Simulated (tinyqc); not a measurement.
Deal-Grove kinetics of thermal oxidation of silicon: one step, computed by the program tinyqc.

Oxidant diffuses through the oxide and reacts at the interface, so that dx/dt = B/(A + 2x) for the oxide thickness x.

Task: Thickness after the oxidation. tau = (x_i^2 + A x_i)/B and x = (A/2) [sqrt(1 + 4 B (t + tau)/A^2) - 1], the root of x^2 + A x = B (t + tau). Silicon consumed is 0.44 times the oxide grown; the rate is B/(A + 2x).

Inputs (values chosen for the exercise, close to those used for silicon): temperature T = 975 C; initial oxide x_i = 0.1 um; time t = 1.5 h.

Ambient: dry oxygen. Surface: (100).

length A = 0.2159761 um

parabolic constant B = 0.001002897 um^2/h

Give: tau; oxide thickness x; silicon consumed; final growth rate.

Result:

tau = 31.51 h

oxide thickness x = 0.1036 um

silicon consumed = 0.001578 um

final growth rate = 0.002370 um/h

2x/A = 0.959: reaction and diffusion both resist, diffusion with a share 2x/(A + 2x) = 0.49.
